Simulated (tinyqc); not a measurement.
Inside a calculation. Method: lattice vibrations of a chain. One step of it, computed by the program tinyqc.

Question. Dynamical matrix at q = 0.29. q is in units of 2 pi/a. A spring k from atom i to atom j, n cells on, adds k to Phi_ii and Phi_jj, -k exp(2 pi i q n) to Phi_ij and the conjugate to Phi_ji (for one atom a cell: 2k (1 - cos 2 pi q n)); D_ij = Phi_ij / sqrt(m_i m_j).

A chain moving along its axis:
```
atom   mass (u)  spring to the next atom (eV/angstrom^2)
1     74.700000                                 8.800000
2     63.800000                                14.600000
3     63.400000                                18.400000
```

Give: D(q).

Answer.

D(q) (eV/(angstrom^2 u)), lower triangle (Hermitian):
```
                1        2       3
1          0.3641
2         -0.1275   0.3668
3  0.0665-0.2590i  -0.2296  0.5205
```
